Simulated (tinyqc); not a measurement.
# MOS inversion layer, Poisson-Schroedinger loop, step by step

Numbers from tinyqc (`OMP_NUM_THREADS=1 python tinyqc.py 2160028 2160029 out.jsonl`; about 0.8 s on one thread of a shared Intel Xeon 2.30GHz). Printed values are rounded.

Electrons confined at an insulator interface at z = 0, treated as a hard wall; parabolic valleys, Hartree approximation, no image or exchange terms. The depletion charge lies far deeper than the electrons and gives a uniform field q Nd/(eps0 eps_r); the gate balances all charge. Energies are counted from the band edge at the interface.

Parameters, values chosen for the exercise; masses and permittivity close to those of silicon (100):

| symbol | value | unit | meaning |
|---|---|---|---|
| T | 400 | K | temperature |
| eps_r | 11.9 |  | relative permittivity |
| mz1 | 0.903 | m0 | mass along z of valley set A (2 valley(s)) |
| md1 | 0.191 | m0 | in-plane density-of-states mass of set A |
| mz2 | 0.193 | m0 | mass along z of valley set B (4 valley(s)) |
| md2 | 0.422 | m0 | in-plane density-of-states mass of set B |
| Ns | 6.2e11 | cm^-2 | sheet density of electrons |
| Nd | 2e12 | cm^-2 | sheet density of depletion charge |
| dE | 0.12 | eV | extra shift of set B (strain) |
| hz | 0.92 | nm | mesh step |
| a | 0.5 |  | mixing factor |

Constants: q = 1.602176634e-19 C, kB = 1.380649e-23 J/K, hbar = 1.054571817e-34 J s, m0 = 9.1093837015e-31 kg, Vt = kB T/q, eps0 = 8.8541878128e-14 F/cm where lengths are in cm, hbar^2/(2 m0) = 0.0380998212 eV nm^2. Results are converted to the units shown.

## Fixed part of the potential

| node | z (nm) |
|---|---|
| 1 | 0.92 |
| 2 | 1.84 |
| 3 | 2.76 |
| 4 | 3.68 |
| 5 | 4.6 |
| 6 | 5.52 |
| 7 | 6.44 |
| 8 | 7.36 |
| 9 | 8.28 |
| 10 | 9.2 |
| 11 | 10.12 |
| 12 | 11.04 |
| 13 | 11.96 |
| 14 | 12.88 |

V0 = q Nd z/(eps0 eps_r) in eV.

| node | fixed potential V0 (eV) |
|---|---|
| 1 | 0.0279790 |
| 2 | 0.0559580 |
| 3 | 0.0839371 |
| 4 | 0.1119161 |
| 5 | 0.1398951 |
| 6 | 0.1678741 |
| 7 | 0.1958532 |
| 8 | 0.2238322 |
| 9 | 0.2518112 |
| 10 | 0.2797902 |
| 11 | 0.3077692 |
| 12 | 0.3357483 |
| 13 | 0.3637273 |
| 14 | 0.3917063 |

## Round 1: levels and probability densities

| node | self-consistent potential U at the start (eV) |
|---|---|
| 1 | 0 |
| 2 | 0 |
| 3 | 0 |
| 4 | 0 |
| 5 | 0 |
| 6 | 0 |
| 7 | 0 |
| 8 | 0 |
| 9 | 0 |
| 10 | 0 |
| 11 | 0 |
| 12 | 0 |
| 13 | 0 |
| 14 | 0 |

Tridiagonal Hamiltonian with psi = 0 one step beyond both ends: H_ii = C (1/m_(i-1/2) + 1/m_(i+1/2))/hz^2 + V0_i + U_i (+ dE for the set B), H_(i,i+1) = -C/(m_(i+1/2) hz^2), C = hbar^2/(2 m0). The lowest 2 level(s) of each valley set are kept, normalised to hz sum |psi|^2 = 1. The mass is the same on all intervals.

levels (eV): A1 0.0772429, A2 0.1316054, B1 0.2513822, B2 0.3479276

| node | \|psi\|^2 of A1 (1/nm) | \|psi\|^2 of A2 (1/nm) | \|psi\|^2 of B1 (1/nm) | \|psi\|^2 of B2 (1/nm) |
|---|---|---|---|---|
| 1 | 0.4447462 | 0.3116864 | 0.1179166 | 0.1084102 |
| 2 | 0.4552538 | 0.0019350 | 0.2857318 | 0.1415603 |
| 3 | 0.1555987 | 0.3358344 | 0.3056164 | 0.0212624 |
| 4 | 0.0279445 | 0.3145853 | 0.2103643 | 0.0304972 |
| 5 | 0.0031523 | 0.1028561 | 0.1064089 | 0.1666445 |
| 6 | 0.0002462 | 0.0179232 | 0.0422956 | 0.2378777 |
| 7 | 0.0000142 | 0.0019756 | 0.0137573 | 0.1950563 |
| 8 | 0.0000006 | 0.0001514 | 0.0037634 | 0.1121179 |
| 9 | 0.0000000 | 0.0000086 | 0.0008832 | 0.0493501 |
| 10 | 0.0000000 | 0.0000004 | 0.0001805 | 0.0174785 |
| 11 | 0.0000000 | 0.0000000 | 0.0000325 | 0.0051353 |
| 12 | 0.0000000 | 0.0000000 | 0.0000052 | 0.0012708 |
| 13 | 0.0000000 | 0.0000000 | 0.0000007 | 0.0002597 |
| 14 | 0.0000000 | 0.0000000 | 0.0000001 | 0.0000356 |

## Round 1: Fermi level and occupations

Level k holds N_k = D_k Vt ln(1 + exp((EF - E_k)/Vt)) with D = 2 md1 m0 q/(pi hbar^2) for the set A, D = 4 md2 m0 q/(pi hbar^2) for the set B per eV (spin included); EF is fixed by sum N_k = Ns.

EF = -0.003994031 eV
N_k (cm^-2): A1 4.977969e11, A2 1.065862e11, B1 1.472219e10, B2 8.947000e8

## Round 1: density, output potential and mixing

n_i = sum_k N_k |psi_k|^2 (converted to cm^-3). Hartree part by Gauss: on the interval before node i the electrons still beyond are S_i = Ns - hz sum_(j<i) n_j, and U_i = U_(i-1) + q S_i hz/(eps0 eps_r) in eV, U_0 = 0 at the interface. Mixing: U(new) = U + a (U(out) - U).

| node | n (1e18 cm^-3) | U(out) (eV) | U after round 1 (1e-3 eV) |
|---|---|---|---|
| 1 | 2.564477 | 0.00867350 | 4.336748 |
| 2 | 2.311634 | 0.01404642 | 7.023211 |
| 3 | 1.177702 | 0.01644419 | 8.222096 |
| 4 | 0.505654 | 0.01732622 | 8.663109 |
| 5 | 0.142479 | 0.01755745 | 8.778725 |
| 6 | 0.028684 | 0.01760531 | 8.802653 |
| 7 | 0.005947 | 0.01761624 | 8.808121 |
| 8 | 0.001722 | 0.01761953 | 8.809763 |
| 9 | 0.000581 | 0.01762059 | 8.810297 |
| 10 | 0.000183 | 0.01762092 | 8.810458 |
| 11 | 0.000051 | 0.01762100 | 8.810500 |
| 12 | 0.000012 | 0.01762102 | 8.810509 |
| 13 | 0.000002 | 0.01762102 | 8.810511 |
| 14 | 0.000000 | 0.01762102 | 8.810511 |

## Round 2: levels and probability densities

As before.

levels (eV): A1 0.0833468, A2 0.1389000, B1 0.2590285, B2 0.3560350

| node | \|psi\|^2 of A1 (1/nm) | \|psi\|^2 of A2 (1/nm) | \|psi\|^2 of B1 (1/nm) | \|psi\|^2 of B2 (1/nm) |
|---|---|---|---|---|
| 1 | 0.4688421 | 0.3094222 | 0.1219572 | 0.1100198 |
| 2 | 0.4468771 | 0.0059035 | 0.2901594 | 0.1396259 |
| 3 | 0.1437553 | 0.3515423 | 0.3052230 | 0.0191510 |
| 4 | 0.0245984 | 0.3058624 | 0.2072558 | 0.0332183 |
| 5 | 0.0026697 | 0.0960554 | 0.1037004 | 0.1703069 |
| 6 | 0.0002020 | 0.0162752 | 0.0408504 | 0.2386609 |
| 7 | 0.0000113 | 0.0017555 | 0.0131857 | 0.1936392 |
| 8 | 0.0000005 | 0.0001322 | 0.0035828 | 0.1104676 |
| 9 | 0.0000000 | 0.0000074 | 0.0008358 | 0.0483355 |
| 10 | 0.0000000 | 0.0000003 | 0.0001699 | 0.0170345 |
| 11 | 0.0000000 | 0.0000000 | 0.0000304 | 0.0049837 |
| 12 | 0.0000000 | 0.0000000 | 0.0000048 | 0.0012287 |
| 13 | 0.0000000 | 0.0000000 | 0.0000007 | 0.0002503 |
| 14 | 0.0000000 | 0.0000000 | 0.0000001 | 0.0000342 |

## Round 2: Fermi level and occupations

As before.

EF = 0.002357868 eV
N_k (cm^-2): A1 5.012324e11, A2 1.037376e11, B1 1.417972e10, B2 8.502757e8

## Round 2: density, output potential and mixing

As before.

| node | n (1e18 cm^-3) | U(out) (eV) | U after round 2 (eV) |
|---|---|---|---|
| 1 | 2.689205 | 0.00867350 | 0.00650512 |
| 2 | 2.288348 | 0.01388589 | 0.01045455 |
| 3 | 1.128672 | 0.01615311 | 0.01218760 |
| 4 | 0.470260 | 0.01696768 | 0.01281539 |
| 5 | 0.129180 | 0.01717701 | 0.01297787 |
| 6 | 0.025718 | 0.01722008 | 0.01301137 |
| 7 | 0.005394 | 0.01723005 | 0.01301909 |
| 8 | 0.001587 | 0.01723308 | 0.01302142 |
| 9 | 0.000537 | 0.01723407 | 0.01302218 |
| 10 | 0.000169 | 0.01723436 | 0.01302241 |
| 11 | 0.000047 | 0.01723444 | 0.01302247 |
| 12 | 0.000011 | 0.01723446 | 0.01302248 |
| 13 | 0.000002 | 0.01723446 | 0.01302249 |
| 14 | 0.000000 | 0.01723446 | 0.01302249 |

## Course of the self-consistent loop

Start from U = 0. Stop when the largest |U(out) - U| is below 1e-7 eV, or after 120 rounds.

Course of the iteration:

| round | level A1 (eV) | EF (eV) | largest \|U(out) - U\| (eV) |
|---|---|---|---|
| 1 | 0.07724294 | -0.003994031 | 0.0176 |
| 2 | 0.08334684 | 0.002357868 | 8.42e-3 |
| 3 | 0.08631409 | 0.005439404 | 4.04e-3 |
| 4 | 0.08776618 | 0.006943646 | 1.94e-3 |
| 5 | 0.08847924 | 0.007680384 | 9.33e-4 |
| 6 | 0.08883010 | 0.008041958 | 4.50e-4 |
| 7 | 0.08900298 | 0.008219669 | 2.17e-4 |
| 8 | 0.08908825 | 0.008307115 | 1.05e-4 |
| 9 | 0.08913035 | 0.008350189 | 5.09e-5 |
| 10 | 0.08915115 | 0.008371427 | 2.48e-5 |
| 11 | 0.08916143 | 0.008381906 | 1.21e-5 |
| 12 | 0.08916652 | 0.008387082 | 5.89e-6 |
| 13 | 0.08916904 | 0.008389640 | 2.89e-6 |
| 14 | 0.08917029 | 0.008390905 | 1.42e-6 |
| 15 | 0.08917091 | 0.008391532 | 6.95e-7 |
| 16 | 0.08917122 | 0.008391842 | 3.42e-7 |
| 17 | 0.08917137 | 0.008391995 | 1.68e-7 |
| 18 | 0.08917144 | 0.008392072 | 8.29e-8 |

Converged in 18 rounds. Towards the end the residual shrinks by a factor of about 0.49 a round.

## Converged levels, occupations and centroid

| node | converged U (eV) |
|---|---|
| 1 | 0.00867343 |
| 2 | 0.01374666 |
| 3 | 0.01590619 |
| 4 | 0.01666734 |
| 5 | 0.01685987 |
| 6 | 0.01689933 |
| 7 | 0.01690856 |
| 8 | 0.01691139 |
| 9 | 0.01691232 |
| 10 | 0.01691259 |
| 11 | 0.01691266 |
| 12 | 0.01691268 |
| 13 | 0.01691268 |
| 14 | 0.01691268 |

Solve for the levels with V0 + U, find EF, n_i = sum_k N_k |psi_k|^2 (in cm^-3); share of each level N_k/Ns; centroid sum n z/sum n.

levels (eV): A1 0.0891714, A2 0.1457580, B1 0.2661939, B2 0.3635625
EF = 0.008392072 eV
shares (%): A1 81.31510, A2 16.34033, B1 2.21324, B2 0.13133

| node | n (1e18 cm^-3) |
|---|---|
| 1 | 2.797323 |
| 2 | 2.263896 |
| 3 | 1.086509 |
| 4 | 0.441814 |
| 5 | 0.118932 |
| 6 | 0.023480 |
| 7 | 0.004975 |
| 8 | 0.001483 |
| 9 | 0.000503 |
| 10 | 0.000158 |
| 11 | 0.000044 |
| 12 | 0.000010 |
| 13 | 0.000002 |
| 14 | 0.000000 |

centroid = 1.793941 nm

An 800-node mesh to 22 nm with 8 levels a set gives A1 = 0.09166 eV, EF = 0.01012 eV and a centroid of 2.003 nm; the levels kept above hold 95.4 % of the electrons there. The coarse centroid is 10 % below the fine one.

## Closed-form estimates

Triangular well: E_k = a_k (C F^2/mz)^(1/3), a_1 = 2.338107, a_2 = 4.087949, C = hbar^2/(2 m0), F in eV/nm. Fang-Howard (all electrons in the lowest level of set A): b^3 = 6 (mz1/C) q (Nd + 11 Ns/32)/(eps0 eps_r), centroid 3/b, level C b^2/(4 mz1) + (3/b) q (Nd + 11 Ns/16)/(eps0 eps_r). Use F = q (Nd + Ns)/(eps0 eps_r), the surface field, and F = q (Nd + Ns/2)/(eps0 eps_r).

A1 with the surface field = 0.09494822 eV
A1 with Nd + Ns/2 = 0.08730263 eV
A2 with Nd + Ns/2 = 0.1526400 eV
b = 1.685177 1/nm
Fang-Howard centroid = 1.780228 nm
Fang-Howard level = 0.09563370 eV

Against the self-consistent A1 = 0.09166 eV on a fine mesh, the surface-field estimate is 3.6 % above it, the half-charge one 4.8 % below it and Fang-Howard 4.3 % above it. A1 holds 79.6 % of the electrons, and the Fang-Howard centroid is 11 % below the full one.
